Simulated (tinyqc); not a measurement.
# True capacitance, leakage and series resistance from two frequencies

Inverse problem. A capacitance C in parallel with G and in series with Rs is measured as Cp and D = Gp/(w Cp) at two frequencies. The series reading Cs = Cp (1 + D^2) equals C + G^2/(w^2 C), and Re Z = D/(w Cp (1 + D^2)) = Rs + G/(G^2 + w^2 C^2). Find C, G and Rs.

f (Hz): 50000  5e5
Cp (pF): 3.99204924  3.99204853
D: 0.0361895545  0.00404110002

Answer. w^2 Cs = w^2 C + G^2/C is a straight line in w^2 with slope C; the intercept gives G, and the real part then gives Rs.

C = 3.99 pF
G = 0.0453 uS
Rs = 34.0 ohm

Program tinyqc, `OMP_NUM_THREADS=1 python tinyqc.py 2022158 2022159 out.jsonl`; Intel Xeon 2.30GHz, shared host, one thread, about 0.01 s.
